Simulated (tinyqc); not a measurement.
One-sided p+-n junction, ionisation integral and breakdown: multiplication against voltage.

A p+ layer at x < 0 and an n drift layer from x = 0. Depletion approximation, built-in voltage neglected. Local ionisation coefficients alpha_n = an exp(-(bn/E)^mx), alpha_p = ap exp(-(bp/E)^mx). Electrons move towards +x, holes towards x = 0.

W = sqrt(2 eps0 eps_r V/(q N)), peak field E0 = q N W/(eps0 eps_r), falling linearly to 0 at W. G(x) = integral from 0 to x of (alpha_n - alpha_p); I_n = integral of alpha_n exp(-G) (electrons injected at x = 0), I_p = integral of alpha_p exp(G(end) - G) (holes injected at the far edge); M = 1/(1 - I). Integrals on a fine grid; BV is where I_n = 1. Here BV = 47.6077 V; the Miller exponent is n = ln(1 - 1/M)/ln(V/BV).

Parameters, values chosen for the exercise; material values close to those of silicon:

| symbol | value | unit | meaning |
|---|---|---|---|
| eps_r | 11.6 |  | relative permittivity |
| an | 6.73e5 | 1/cm | prefactor of the electron ionisation coefficient |
| bn | 1.27e6 | V/cm | field constant for electrons |
| ap | 1.6e6 | 1/cm | prefactor of the hole ionisation coefficient |
| bp | 2.14e6 | V/cm | field constant for holes |
| mx | 1 |  | exponent |
| N | 1.3e16 | cm^-3 | donor density of the drift layer |

Constants: q = 1.602176634e-19 C, eps0 = 8.8541878128e-14 F/cm where lengths are in cm. Results are converted to the units shown.

Multiplication against voltage:

| V (V) | E0 (kV/cm) | I_n | I_p | M_n | M_p | Miller n, electrons | Miller n, holes |
|---|---|---|---|---|---|---|---|
| 19 | 278 | 0.140 | 0.0112 | 1.16 | 1.01 | 2.14 | 4.89 |
| 23.8 | 311 | 0.262 | 0.0340 | 1.35 | 1.04 | 1.93 | 4.88 |
| 28.6 | 341 | 0.407 | 0.0817 | 1.68 | 1.09 | 1.77 | 4.92 |
| 33.3 | 368 | 0.559 | 0.169 | 2.27 | 1.20 | 1.63 | 4.98 |
| 38.1 | 393 | 0.714 | 0.324 | 3.50 | 1.48 | 1.51 | 5.06 |
| 40.9 | 407 | 0.802 | 0.460 | 5.06 | 1.85 | 1.45 | 5.12 |
| 43.8 | 421 | 0.890 | 0.649 | 9.11 | 2.85 | 1.39 | 5.18 |
| 45.7 | 431 | 0.946 | 0.808 | 18.5 | 5.20 | 1.36 | 5.22 |
| 46.9 | 436 | 0.980 | 0.924 | 50.3 | 13.2 | 1.34 | 5.24 |

M_n rises from 1.163 to 50.3 and M_p from 1.011 to 13.2; both diverge at BV. The Miller exponent for electrons falls from 2.14 to 1.34 and that for holes goes from 4.89 through a minimum of 4.88 (at V = 23.8 among the rows listed) to 5.24. The larger multiplication belongs to electrons, whose coefficient at the peak field of the last row is 3.09 times the other.

Program tinyqc, `OMP_NUM_THREADS=1 python tinyqc.py 2120016 2120017 out.jsonl`; Intel Xeon 2.30GHz, shared host, one thread, about 0.04 s.
